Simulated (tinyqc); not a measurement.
Worked calculation: MP2 on RHF in the sto-3g basis, frozen core, for BeH+, spin multiplicity 1. Computed by tinyqc, a small Python program that keeps every step (integrals from PySCF). Settings: charge = 1, multiplicity = 1, basis = sto-3g, method = RHF, frozen orbitals = 1, energy threshold = 1e-10, iteration cap = 79, orthogonalisation = symmetric, start = core, DIIS depth = 6. Command: `OMP_NUM_THREADS=1 python tinyqc.py 30116 30117 out.jsonl` (the two numbers bound the seeds that draw the settings). One thread of a shared host (Intel(R) Xeon(R) Processor @ 2.60GHz), about 0.09 s of CPU time with the checks. The early iterations of the SCF are left out here.

## One-electron integrals

Geometry (angstrom):
```
atom         x         y         z
Be    0.000000  0.000000  0.000000
H     0.000000  0.000000  1.280000
```

Basis sto-3g: exponents (1/bohr^2) and contraction coefficients of normalised primitives:
```
element  l (shell)   exponent  coefficient
Be           s (1)  30.167871     0.154329
Be           s (1)   5.495115     0.535328
Be           s (1)   1.487193     0.444635
Be           s (2)   1.314833    -0.099967
Be           s (2)   0.305539     0.399513
Be           s (2)   0.099371     0.700115
Be           p (3)   1.314833     0.155916
Be           p (3)   0.305539     0.607684
Be           p (3)   0.099371     0.391957
H            s (1)   3.425251     0.154329
H            s (1)   0.623914     0.535328
H            s (1)   0.168855     0.444635
```

Overlap, kinetic and nuclear-attraction integrals over the contracted functions; the nuclear repulsion is the sum of Za Zb / Rab.

nuclear repulsion = 1.65367878 hartree

overlap S, lower triangle:
```
           1Be 1s    1Be 2s   1Be 2px   1Be 2py   1Be 2pz     2H 1s
1Be 1s   1.000000
1Be 2s   0.259517  1.000000
1Be 2px  0.000000  0.000000  1.000000
1Be 2py  0.000000  0.000000  0.000000  1.000000
1Be 2pz  0.000000  0.000000  0.000000  0.000000  1.000000
2H 1s    0.079340  0.484413  0.000000  0.000000  0.542030  1.000000
```

kinetic energy T (hartree), lower triangle:
```
            1Be 1s    1Be 2s   1Be 2px   1Be 2py   1Be 2pz     2H 1s
1Be 1s    6.693975
1Be 2s   -0.033012  0.211111
1Be 2px   0.000000  0.000000  0.660592
1Be 2py   0.000000  0.000000  0.000000  0.660592
1Be 2pz   0.000000  0.000000  0.000000  0.000000  0.660592
2H 1s    -0.016699  0.078760  0.000000  0.000000  0.214481  0.760032
```

nuclear attraction V (hartree), lower triangle:
```
             1Be 1s     1Be 2s    1Be 2px    1Be 2py    1Be 2pz      2H 1s
1Be 1s   -14.974512
1Be 2s    -2.006534  -2.694958
1Be 2px    0.000000   0.000000  -2.635375
1Be 2py    0.000000   0.000000   0.000000  -2.635375
1Be 2pz   -0.019725  -0.155702   0.000000   0.000000  -2.758801
2H 1s     -0.617907  -1.350678   0.000000   0.000000  -1.500811  -2.863568
```

core Hamiltonian H = T + V (hartree), lower triangle:
```
            1Be 1s     1Be 2s    1Be 2px    1Be 2py    1Be 2pz      2H 1s
1Be 1s   -8.280537
1Be 2s   -2.039547  -2.483847
1Be 2px   0.000000   0.000000  -1.974783
1Be 2py   0.000000   0.000000   0.000000  -1.974783
1Be 2pz  -0.019725  -0.155702   0.000000   0.000000  -2.098209
2H 1s    -0.634606  -1.271917   0.000000   0.000000  -1.286330  -2.103536
```

## Two-electron integrals

Functions are numbered as in S; the eight-fold symmetry (ij|kl) = (ji|kl) = (kl|ij) leaves the list below.

Two-electron integrals (ij|kl) in chemists' order, unique and non-zero (hartree):
```
(11|11) 2.298831   (21|11) 0.392036   (21|21) 0.079539   (22|11) 0.570988
(22|21) 0.143041   (22|22) 0.417683   (31|31) 0.014607   (32|31) 0.021888
(32|32) 0.092265   (33|11) 0.569578   (33|21) 0.143083   (33|22) 0.417589
(33|33) 0.449859   (41|41) 0.014607   (42|41) 0.021888   (42|42) 0.092265
(43|43) 0.024249   (44|11) 0.569578   (44|21) 0.143083   (44|22) 0.417589
(44|33) 0.401360   (44|44) 0.449859   (51|51) 0.014607   (52|51) 0.021888
(52|52) 0.092265   (53|53) 0.024249   (54|54) 0.024249   (55|11) 0.569578
(55|21) 0.143083   (55|22) 0.417589   (55|33) 0.401360   (55|44) 0.401360
(55|55) 0.449859   (61|11) 0.118952   (61|21) 0.024097   (61|22) 0.043581
(61|33) 0.043260   (61|44) 0.043260   (61|51) 0.002183   (61|52) 0.004043
(61|55) 0.044248   (61|61) 0.007672   (62|11) 0.244619   (62|21) 0.061942
(62|22) 0.191891   (62|33) 0.185153   (62|44) 0.185153   (62|51) 0.008158
(62|52) 0.046413   (62|55) 0.205196   (62|61) 0.020693   (62|62) 0.123056
(63|31) 0.006214   (63|32) 0.027665   (63|53) 0.008432   (63|63) 0.012621
(64|41) 0.006214   (64|42) 0.027665   (64|54) 0.008432   (64|64) 0.012621
(65|11) 0.247686   (65|21) 0.063572   (65|22) 0.206743   (65|33) 0.194571
(65|44) 0.194571   (65|51) 0.013461   (65|52) 0.072955   (65|55) 0.230871
(65|61) 0.022401   (65|62) 0.151936   (65|65) 0.195850   (66|11) 0.408481
(66|21) 0.105397   (66|22) 0.361689   (66|33) 0.335574   (66|44) 0.335574
(66|51) 0.017754   (66|52) 0.124587   (66|55) 0.413601   (66|61) 0.036488
(66|62) 0.284606   (66|65) 0.375687   (66|66) 0.774606
```

## Orthogonalisation

S = U s U^T; symmetric (Loewdin) form X = U s^(-1/2) U^T, so that X^T S X = 1.

eigenvalues of S: 0.266424  0.793242  1.000000  1.000000  1.169171  1.771163

X, lower triangle:
```
            1Be 1s     1Be 2s   1Be 2px   1Be 2py    1Be 2pz     2H 1s
1Be 1s    1.027521
1Be 2s   -0.145632   1.181808
1Be 2px   0.000000   0.000000  1.000000
1Be 2py   0.000000   0.000000  0.000000  1.000000
1Be 2pz  -0.011049   0.170829  0.000000  0.000000   1.188003
2H 1s     0.018755  -0.390157  0.000000  0.000000  -0.430644  1.339056
```

## Iteration 7 (converged): orbitals

converged F (hartree), lower triangle:
```
            1Be 1s     1Be 2s    1Be 2px    1Be 2py    1Be 2pz      2H 1s
1Be 1s   -5.022473
1Be 2s   -1.412459  -0.881808
1Be 2px   0.000000   0.000000  -0.146699
1Be 2py   0.000000   0.000000   0.000000  -0.146699
1Be 2pz   0.016477  -0.159522   0.000000   0.000000  -0.352510
2H 1s    -0.437901  -0.605709   0.000000   0.000000  -0.473569  -0.605403
```

Diagonalise F' = X^T F X, C = X C', fill 2 alpha and 2 beta electrons from the bottom; D = 2 C_occ C_occ^T. Each column has its largest component positive (the first on a tie).

F' = X^T F X (hartree), lower triangle:
```
           1          2          3          4          5          6
1  -4.913217
2  -0.702405  -0.447657
3   0.000000   0.000000  -0.146699
4   0.000000   0.000000   0.000000  -0.146699
5   0.027418   0.036342   0.000000   0.000000  -0.126471
6  -0.080938  -0.406163   0.000000   0.000000  -0.406715  -0.163029
```

orbital energies (hartree): MO1 -5.025338, MO2 -0.753261, MO3 -0.265879, MO4 -0.146699, MO5 -0.146699, MO6 0.394104

coefficients C:
```
               MO1        MO2        MO3        MO4       MO5        MO6
1Be 1s    0.992936  -0.193358  -0.200566   0.000000  0.000000   0.118088
1Be 2s    0.026313   0.527850   0.768835   0.000000  0.000000  -0.853731
1Be 2px   0.000000   0.000000   0.000000  -0.255043  0.966930   0.000000
1Be 2py   0.000000   0.000000   0.000000   0.966930  0.255043   0.000000
1Be 2pz  -0.002120   0.299065  -0.638160   0.000000  0.000000  -1.062740
2H 1s    -0.001002   0.497261  -0.214495   0.000000  0.000000   1.355663
```

D after iteration 7, lower triangle:
```
            1Be 1s    1Be 2s   1Be 2px   1Be 2py   1Be 2pz     2H 1s
1Be 1s    2.046620
1Be 2s   -0.151875  0.558637
1Be 2px   0.000000  0.000000  0.000000
1Be 2py   0.000000  0.000000  0.000000  0.000000
1Be 2pz  -0.119864  0.315611  0.000000  0.000000  0.178888
2H 1s    -0.194289  0.524906  0.000000  0.000000  0.297430  0.494538
```

Within a degenerate level the vectors are fixed only up to a rotation; this is one choice.

## Convergence

Stop when the energy changes by less than 1e-10 hartree and every element of the error matrix X^T (F D S - S D F) X is below 3e-06.

Course of the cycle:
```
iteration   E (hartree)     change  largest element of the error matrix
1          -14.58783221          -                             2.59e-01
2          -14.66061614  -7.28e-02                             4.88e-02
3          -14.66350984  -2.89e-03                             1.12e-02
4          -14.66401103  -5.01e-04                             2.01e-03
5          -14.66402737  -1.63e-05                             4.05e-05
6          -14.66402737  -3.52e-09                             3.40e-06
7          -14.66402737  -1.23e-11                             1.12e-08
```

PySCF RHF in the same basis = -14.66402737 hartree

Converged in 7 iterations.

## Integrals over molecular orbitals

(pq|rs) = sum C_ip C_jq C_kr C_ls (ij|kl), one index at a time.

one-electron integrals over orbitals h = C^T H C (hartree), lower triangle:
```
           1          2          3          4          5          6
1  -8.270848
2   0.164481  -2.268259
3   0.206428   0.015603  -1.963096
4   0.000000   0.000000   0.000000  -1.974783
5   0.000000   0.000000   0.000000   0.000000  -1.974783
6  -0.067806   0.132909  -0.029961   0.000000   0.000000  -1.580412
```

Two-electron integrals over orbitals (pq|rs), unique and non-zero (hartree); the lowest 1 orbital is frozen and left out:
```
(22|22) 0.544963    (32|22) -0.065732   (32|32) 0.030751    (33|22) 0.321058
(33|32) 0.025820    (33|33) 0.472991    (42|42) 0.042911    (43|42) 0.030331
(43|43) 0.052550    (44|22) 0.374063    (44|32) 0.015826    (44|33) 0.400439
(44|44) 0.449859    (52|52) 0.042911    (53|52) 0.030331    (53|53) 0.052550
(54|54) 0.024249    (55|22) 0.374063    (55|32) 0.015826    (55|33) 0.400439
(55|44) 0.401360    (55|55) 0.449859    (62|22) 0.069957    (62|32) -0.044831
(62|33) -0.026436   (62|44) -0.048844   (62|55) -0.048844   (62|62) 0.121254
(63|22) -0.056444   (63|32) 0.025598    (63|33) 0.057641    (63|44) 0.014579
(63|55) 0.014579    (63|62) -0.044225   (63|63) 0.045564    (64|42) -0.030382
(64|43) -0.015714   (64|64) 0.027278    (65|52) -0.030382   (65|53) -0.015714
(65|65) 0.027278    (66|22) 0.535916    (66|32) -0.062763   (66|33) 0.352122
(66|44) 0.378110    (66|55) 0.378110    (66|62) 0.098254    (66|63) -0.053620
(66|66) 0.570332
```

## Second-order Moller-Plesset energy

Hartree-Fock energy = -14.66402737 hartree

E2 = sum_ijab (ia|jb) [2 (ia|jb) - (ib|ja)] / (e_i + e_j - e_a - e_b) over occupied i, j and virtual a, b; the opposite-spin part is (ia|jb)^2 / denominator, the rest is same-spin, and SCS-MP2 scales them by 6/5 and 1/3.

Terms:
```
i  j  a  b    (ia|jb)    (ib|ja)  denominator       term
2  2  6  6   0.121254   0.121254    -2.294729  -0.006407
2  2  4  4   0.042911   0.042911    -1.213125  -0.001518
2  2  5  5   0.042911   0.042911    -1.213125  -0.001518
2  2  3  6  -0.044831  -0.044831    -1.634747  -0.001229
2  2  6  3  -0.044831  -0.044831    -1.634747  -0.001229
2  2  3  3   0.030751   0.030751    -0.974764  -0.000970
```

Pair energies (hartree; pair i-j sums ij and ji):
```
pair  opposite spin  same spin
2-2       -0.012872          0
```

MP2 correlation energy = -0.01287185 hartree

SCS-MP2 correlation energy = -0.01544622 hartree

MP2 total energy = -14.67689922 hartree
